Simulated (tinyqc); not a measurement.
Which lattice a d-band metal prefers: Slater-Koster d bands of an fcc metal.

Slater-Koster d bands. For a bond with direction cosines (l, m, n) the 5 x 5 block is dds Ps + ddp Pp + ddd (1 - Ps - Pp), the projectors on sigma, pi and delta states about the bond; for instance <xy|xy> = 3 l^2 m^2 dds + (l^2 + m^2 - 4 l^2 m^2) ddp + (n^2 + l^2 m^2) ddd, <xy|yz> = 3 l m^2 n dds + l n (1 - 4 m^2) ddp + l n (m^2 - 1) ddd and <3z2-r2|3z2-r2> = (n^2 - (l^2 + m^2)/2)^2 dds + 3 n^2 (l^2 + m^2) ddp + (3/4)(l^2 + m^2)^2 ddd. H(k) sums the blocks times cos(k.R) over the neighbours; the d level is the zero of energy; k in 2 pi/a.

Mesh: k = f1 b1 + f2 b2 + f3 b3 with fractions (j + 1/2)/N, j = 0 to N - 1, and b = (-1,1,1), (1,-1,1), (1,1,-1) for fcc, (0,1,1), (1,0,1), (1,1,0) for bcc, unit vectors for simple cubic. The lowest Nd/10 of all levels are filled with two electrons each; the bond energy is their sum per atom.

Parameters, chosen for this exercise (of the size met in Ru; the results hold for these values, not for the real material):
- dds = -0.979 eV (dd sigma)
- ddp = 0.676 eV (dd pi)
- ddd = -0.117 eV (dd delta)
- f2 = 0.487 (factor for second neighbours in bcc)
- N = 8 (mesh)

fcc has twelve neighbours, bcc eight and six (the six times f2), simple cubic six. The integrals of bcc and sc are scaled so that all three have the second moment of fcc, which stands for equal repulsion (structural energy difference theorem). s and p electrons are left out.

Bond energy per atom:
```
Nd  fcc (eV)  bcc - fcc (meV)  sc - fcc (meV)
1     -3.616              240              93
2     -6.197              149             119
3     -8.090              -96             418
4     -9.142             -340             519
5     -9.281             -135             465
7     -7.313              457            -358
8     -5.373              252            -704
9     -2.887             -149            -635
```

Give the missing row, Nd = 6.

Computed row:
```
Nd  fcc (eV)  bcc - fcc (meV)  sc - fcc (meV)
6     -8.643              315              20
```

scale factors: bcc 1.1285, sc 1.4142

mu3/mu2^1.5: fcc -0.275, bcc -0.264, sc 0.000

mu4/mu2^2: fcc 1.863, bcc 1.710, sc 2.135

largest change of a difference when N is raised to 14 = 53 meV

fcc is lowest for Nd = 1, 2 and 6. bcc is lowest for Nd = 3, 4 and 5. sc is lowest for Nd = 7, 8 and 9. bcc gains most on fcc at Nd = 4 (-340 meV). A small fourth moment marks a two-peaked band, which tends to favour fillings near one half; bcc has -8 % against fcc, and at Nd = 5 it lies -135 meV from fcc (differences of a few tens of meV are within the error of the mesh; hcp is left out, and this d-only model can miss the lattice of the real metal). The third moments, from three-membered rings, skew the bands. That simple cubic wins anywhere comes from keeping d bands and equal second moments alone; no transition metal takes it. Differences below about 53 meV are within the error of this mesh, and the s and p electrons left out weigh most where the d band is nearly empty or full.

Program tinyqc; command `OMP_NUM_THREADS=1 python tinyqc.py 1481221 1481222 out.jsonl`; about 0.06 s on one thread of a shared Intel(R) Xeon(R) Processor @ 2.30GHz.
